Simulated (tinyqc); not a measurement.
# Band bending at a free surface with a continuum of surface states, surface photovoltage and Kelvin probe: effects of single changes

n-type bulk, xi = Ec - EF = Vt ln(Nc/Nd), p0 = ni^2/Nd, ni = sqrt(Nc Nv) exp(-Eg/(2 Vt)), Eg in volts. b is the upward band bending, u = b/Vt. Space charge per area, in units of q: Qc = sign(b) sqrt((2 eps0 eps_r Vt/q) [(Nd + dn)(exp(-u) - 1) + Nd u + (p0 + dn)(exp(u) - 1)]), with dn the excess density under light (flat quasi-Fermi levels; 0 in the dark). The states hold -Ds (E0 - xi - b): negative while the Fermi level lies above the neutrality level. Neutrality: Qc + Qf + (charge of the states) = 0.

Inputs (values chosen for the exercise); band and dielectric values close to those of silicon:
- T = 350 K (temperature)
- Eg = 1.12 eV (band gap)
- eps_r = 11.7 (relative permittivity)
- Nc = 3.59e19 cm^-3 (conduction-band density of states at T)
- Nv = 3.31e19 cm^-3 (valence-band density of states at T)
- Nd = 7.3e17 cm^-3 (donor density)
- Qf = 2.3e10 cm^-2 (fixed positive charge at the surface)
- Ds = 9.8e12 cm^-2 eV^-1 (density of surface states)
- E0 = 0.45 eV (depth of their neutrality level below the conduction edge)

Constants: q = 1.602176634e-19 C, kB = 1.380649e-23 J/K, Vt = kB T/q, eps0 = 8.8541878128e-14 F/cm where lengths are in cm. Results are converted to the units shown.

Each table varies one quantity; the others keep the values above.

## Pinning by the surface states

b solves the neutrality condition in the dark.

Pinning by the surface states:
```
Ds (cm^-2 eV^-1),b (V),xi + b (eV),Qc (cm^-2)
2.4e10,-0.001190,0.1163,-1.499e10
1.8e11,0.002951,0.1204,3.632e10
5.1e11,0.01197,0.1295,1.405e11
1.4e12,0.03759,0.1551,3.899e11
3.9e12,0.1070,0.2245,8.565e11
1.1e13,0.2115,0.3290,1.308e12
2.9e13,0.2789,0.3964,1.532e12
8.1e13,0.3121,0.4296,1.631e12
```

b rises from -0.00119 to 0.312 V. The Fermi level moves towards E0 = 0.45 eV and is within 20.4 meV of it in the last row; it is half-way there at the Ds that solves Ds b = Qc(b) + Qf with b = (E0 - xi)/2, 6.96e12 cm^-2 eV^-1.

## Photovoltage against injection

Same model as above.

Under chopped light the surface charge keeps its dark value, so b falls to bL with Qc(bL, dn) = Qc(b, 0); the photovoltage is b - bL.

Result of one run:
```
dn (cm^-3),bL (V),photovoltage (mV),share of b removed (%)
4.4e16,0.1167,84.01,41.86
```

What becomes of these results when the excess carrier density under light dn is changed from 4.4e16 to 3.5e15 cm^-3, all else the same?

Result of the changed run:
```
dn (cm^-3),bL (V),photovoltage (mV),share of b removed (%)
3.5e15,0.1657,34.98,17.43
```

The whole series:
```
dn (cm^-3),bL (V),photovoltage (mV),share of b removed (%)
7.9e8,0.2007,2.529e-5,1.260e-5
1e10,0.2007,3.201e-4,1.595e-4
1.3e11,0.2007,0.004161,0.002073
1.7e12,0.2006,0.05432,0.02707
2.1e13,0.2000,0.6577,0.3277
2.7e14,0.1938,6.877,3.427
3.5e15,0.1657,34.98,17.43
4.4e16,0.1167,84.01,41.86
5.7e17,0.06126,139.4,69.47
7.2e18,0.02192,178.8,89.08
```

The photovoltage rises from 2.53e-5 to 179 mV, towards the full b = 201 mV. Its steepest rise is 49.8 mV a decade (Vt ln 10 = 69.4 mV), and it reaches 89.1 % of b in the last row: even strong light does not flatten the bands fully, so a saturation reading understates b. For dn = 7.2e18 the injection is high, and a Dember voltage, left out here, adds to the signal.

Numbers from tinyqc (`OMP_NUM_THREADS=1 python tinyqc.py 2430113 2430114 out.jsonl`; about 0.01 s on one thread of a shared Intel Xeon 2.30GHz).
